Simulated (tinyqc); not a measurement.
Plane-wave Kohn-Sham cycle with exchange-only LDA in a layered model solid, step by step. One step of it, computed by the program tinyqc.

Task: Iteration 2: Hamiltonian at one k. H(m,m') = (k + G_m)^2/2 delta + V(G_m - G_m'), with V(-G) = V(G).

A solid whose potential varies along x alone (atomic units):
```
parameter                      value
period a                   15.200000
cross-section of the cell  10.000000
electrons per cell                 2
grid points                       16
plane waves -n..n, n               3
k points                           1
V1 in V1 cos(2 pi x/a)     -0.650000
```

V(G_m), m = 0, 1, 2, ... (hartree): [-0.226069, -0.169915, 0.047357, 0.006898, 0.001214, 0.001983, 0.001383]

k = 0.000000 2 pi / a

Give: H.

Result:

H (hartree), order -3, -2, -1, +0, +1, +2, +3:
```
[[0.543, -0.170, 0.047, 0.007, 0.001, 0.002, 0.001],
 [-0.170, 0.116, -0.170, 0.047, 0.007, 0.001, 0.002],
 [0.047, -0.170, -0.141, -0.170, 0.047, 0.007, 0.001],
 [0.007, 0.047, -0.170, -0.226, -0.170, 0.047, 0.007],
 [0.001, 0.007, 0.047, -0.170, -0.141, -0.170, 0.047],
 [0.002, 0.001, 0.007, 0.047, -0.170, 0.116, -0.170],
 [0.001, 0.002, 0.001, 0.007, 0.047, -0.170, 0.543]]
```
